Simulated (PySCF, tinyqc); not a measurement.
Starting guesses with plain Roothaan steps: SCF starting guesses in the 6-31g basis, for H4, spin multiplicity 1. Computed by the program tinyqc with PySCF. Command: `OMP_NUM_THREADS=1 python tinyqc.py 112401 112402 out.jsonl`; one thread of a shared host (Intel(R) Xeon(R) Processor @ 2.60GHz), about 0.5 s.

Geometry (angstrom):
```
atom       x       y       z
H     0.0000  0.0000  0.0000
H     0.0000  0.0000  1.3350
H     0.0000  0.0000  2.1890
H     0.0000  0.0000  3.5240
```

lowest restricted solution found by these runs and by PySCF = -2.042524 hartree

RHF with one setting changed at a time; a run stops when the energy changes by less than 1e-09 hartree and the error matrix is below 1e-5. Starts: the lowest orbitals of the core Hamiltonian, of the Wolfsberg-Helmholz matrix (K = 1.75), projected atomic densities, random orbitals, and the highest orbitals of the core Hamiltonian (a deliberately bad start).

Largest element of the error matrix X^T (FDS - SDF) X:
```
iteration     core  Wolfsberg-Helmholz  atomic densities   random  highest core orbitals
1          4.0e-01             1.9e-01           1.4e-01  5.1e-01                1.6e-01
2          3.4e-02             3.5e-02           2.6e-02  2.4e-01                1.1e-01
3          5.3e-03             7.8e-03           7.5e-03  2.2e-01                2.0e-02
4          1.7e-03             2.2e-03           3.2e-03  1.6e-01                2.9e-03
5          7.0e-04             7.5e-04           1.4e-03  1.1e-01                8.6e-04
6          2.9e-04             3.3e-04           5.9e-04  6.0e-02                3.7e-04
8          4.9e-05             5.9e-05           1.0e-04  7.4e-03                6.6e-05
10         8.3e-06             1.0e-05           1.8e-05  1.0e-03                1.1e-05
14               -                   -                 -  2.9e-05                      -
```

How each run ends:
```
run                    iterations  E (hartree)         state
core                           11    -2.042524  lowest found
Wolfsberg-Helmholz             11    -2.042524  lowest found
atomic densities               12    -2.042524  lowest found
random                         16    -2.042524  lowest found
highest core orbitals          11    -2.042524  lowest found
```

5 of 5 runs reach the lowest restricted solution found, in 11 to 16 iterations (fastest: core, Wolfsberg-Helmholz, highest core orbitals). The first errors are 4e-01, 2e-01, 1e-01, 5e-01, 2e-01. The restricted reference is unstable here: a spin-polarised solution lies 0.0608 hartree lower (PySCF), so results built on it describe a poor reference.
